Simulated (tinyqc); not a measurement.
Drifting, spreading and decaying minority pulse (Haynes-Shockley), Crank-Nicolson time steps: course in time.

Low injection in a uniform field: dn/dt = D d2n/dx2 - v dn/dx - n/tau with D = mu Vt and v = mu F towards +x. Exact solution on an infinite bar for a Gaussian start at x0: n = N0 exp(-t/tau) exp(-(x - x0 - v t)^2/(2 s^2))/sqrt(2 pi s^2), s^2 = s0^2 + 2 D t.

Exponentially fitted fluxes: d = F hx/Vt, B(d) = d/(exp(d) - 1), k = D dt/hx^2; (L n)_i = a n_(i-1) + b n_i + c n_(i+1) with a = k B(-d), c = k B(d), b = -a - c - dt/tau. Explicit steps keep n positive for dt up to 1/[(D/hx^2)(B(d) + B(-d)) + 1/tau].

Start: Nodes x_i = i hx, i = 1 to 12, n = 0 at nodes 0 and 13; the Gaussian at t = 0 with x0 = 4 hx.

(L n)_i = a n_(i-1) + b n_i + c n_(i+1), n = 0 beyond the ends. Crank-Nicolson step: solve n(new) - L n(new)/2 = n + L n/2.

The same steps, now on nodes 1 to 60 (n = 0 at nodes 0 and 61), for 24 steps; centre = sum x n/sum n. Deviations are from the exact pulse, as a share of its largest value on the nodes; a run counts as stable if they stay under 100 %.

Parameters, values chosen for the exercise; mobility close to that of indium phosphide at room temperature: temperature T = 350 K; minority-carrier mobility mu = 202 cm^2/(V s); sweep field along the drift F = 41 V/cm; mesh step hx = 9.5 um; lifetime tau = 7e-7 s; injected sheet density N0 = 7e10 cm^-2; time step dt = 6e-8 s; initial width (standard deviation) s0 = 9.5 um.

Constants: q = 1.602176634e-19 C, kB = 1.380649e-23 J/K, Vt = kB T/q. Results are converted to the units shown.

Course of the iteration:
```
step  hx sum n (cm^-2)  centre (um)  most negative n (cm^-3), 0 if none  largest deviation (% of the peak)
1           6.41545e10      43.0363                                   0                               3.67
2           5.87737e10      48.0983                                   0                               4.44
3           5.38443e10      53.1696                                   0                               5.34
4           4.93393e10      58.2377                                   0                               5.04
5           4.52237e10      63.2972                                   0                               5.62
6           4.14620e10      68.3465                                   0                               5.26
7           3.80216e10      73.3856                                   0                               5.69
8           3.48730e10      78.4154                                   0                               5.47
9           3.19896e10      83.4370                                   0                               5.71
...                ...          ...                                 ...                                ...
16          1.75214e10      118.442                                   0                               5.80
17          1.60800e10      123.430                                   0                               5.81
18          1.47574e10      128.417                                   0                               5.86
19          1.35437e10      133.402                                   0                               5.85
20          1.24300e10      138.386                                   0                               5.91
21          1.14080e10      143.369                                   0                               5.88
22          1.04700e10      148.352                                   0                               5.96
23           9.60926e9      153.334                                   0                               5.92
24           8.81930e9      158.315                                   0                               5.99
```

Is this run stable, and what does its course show?

Yes. The run is stable. After 24 steps the deviation is 6.0 % of the peak. From step 1 to the last the centre has moved at 1.01 v and the content is 1.4 % below N0 exp(-t/tau). On an endless mesh these steps would give a speed of 1.00 v and a content of 0.999 times the exact one, from dt/tau = 0.0857 alone; the rest comes from the absorbing ends.

tinyqc, about 0.01 s, one thread, Intel Xeon 2.30GHz (shared host): `OMP_NUM_THREADS=1 python tinyqc.py 2310013 2310014 out.jsonl`
